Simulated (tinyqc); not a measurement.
Specific resistance of a metal-semiconductor contact and its transmission-line measurement: one step, computed by the program tinyqc.

The barrier is parabolic (depletion approximation), energies E are normal energies counted from the band edge in the neutral semiconductor (downwards for holes), and the bias is zero. xi is an input, held fixed when other inputs move.

Question. Tunnelling energy and barrier. E_00 = (e hbar/2) sqrt(N/(eps eps_0 m)); band bending E_b = phi_B + xi; depletion width w = sqrt(2 eps eps_0 E_b/(e^2 N)). Image lowering d_phi = (e^3 N E_b/(8 pi^2 (eps eps_0)^3))^(1/4) (E_b in volts), and E_b - d_phi replaces E_b everywhere except in w.

Inputs (values chosen for the exercise, modelled on p-type silicon):

| quantity | value | unit |
|---|---|---|
| tunnelling mass m | 0.4 | m_0 |
| permittivity eps | 11.7 | - |
| barrier height phi_B | 0.44 | eV |
| doping N | 7e+18 | 1/cm^3 |
| Fermi level above the band edge in the bulk, xi | -0.011 | eV |
| temperature T | 200 | K |

Image-force lowering: included.

Constants: hbar = 1.054571817e-34 J s; eps_0 = 8.8541878128e-12 F/m; m_0 = 9.1093837015e-31 kg; k_B = 8.617333262e-05 eV/K; e = 1.602176634e-19 C.

Give: E_00; E_00/k_B T; depletion width; barrier used, above the bulk band edge.

Answer.

E_00 = 22.71 meV

E_00/k_B T = 1.317

depletion width = 8.902 nm

barrier used, above the bulk band edge = 0.3201 eV

By the usual rule this is thermionic-field emission (0.5 to 5 k_B T).
